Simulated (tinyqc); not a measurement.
From results back to parameters: nanosheet or nanowire with hard walls, valleys of the Si type. Four cases, with inputs chosen for the exercise.

Problem. In a hard-walled rectangle E(n, l) = c pi^2 (n^2/(m_y W^2) + l^2/(m_z H^2)), c = hbar^2/2m0. Two levels were computed from hidden W and H.

Constants: hbar^2/2m0 = 3.80998211 eV angstrom^2.

Case 1.

Values chosen (out of a larger set: near those of Si; not measured data): m_y = 0.193 m0 (mass across the width); m_z = 0.923 m0 (mass along the height).

E(1, 1) = 0.029677 eV
E(2, 1) = 0.042322 eV

Case 2.

Values chosen (out of a larger set: near those of Si; not measured data): m_y = 0.19 m0 (mass across the width); m_z = 0.904 m0 (mass along the height).

E(1, 1) = 0.018427 eV
E(2, 1) = 0.027558 eV

Case 3.

Values chosen (out of a larger set: near those of Si; not measured data): m_y = 0.193 m0 (mass across the width); m_z = 0.924 m0 (mass along the height).

E(1, 1) = 0.031628 eV
E(2, 1) = 0.084644 eV

Case 4.

Values chosen (out of a larger set: near those of Si; not measured data): m_y = 0.186 m0 (mass across the width); m_z = 0.933 m0 (mass along the height).

E(1, 1) = 0.050382 eV
E(2, 1) = 0.067182 eV

Find: width term; height term; W; H.

Solution. The difference of the two levels is three times the width term; the rest of E(1, 1) is the height term.

Case 1.

width term = 4.21 meV
height term = 25.46 meV
W = 215.0 angstrom
H = 40.0 angstrom

Case 2.

width term = 3.04 meV
height term = 15.38 meV
W = 255.0 angstrom
H = 52.0 angstrom

Case 3.

width term = 17.67 meV
height term = 13.96 meV
W = 105.0 angstrom
H = 54.0 angstrom

Case 4.

width term = 5.60 meV
height term = 44.78 meV
W = 190.0 angstrom
H = 30.0 angstrom

Computed by tinyqc, one run a case: `OMP_NUM_THREADS=1 python tinyqc.py N N+1 out.jsonl` with N = 1250964, 1250974, 1250977, 1251029; one thread of a shared Intel(R) Xeon(R) Processor @ 2.30GHz, about 0.03 s a run at most.
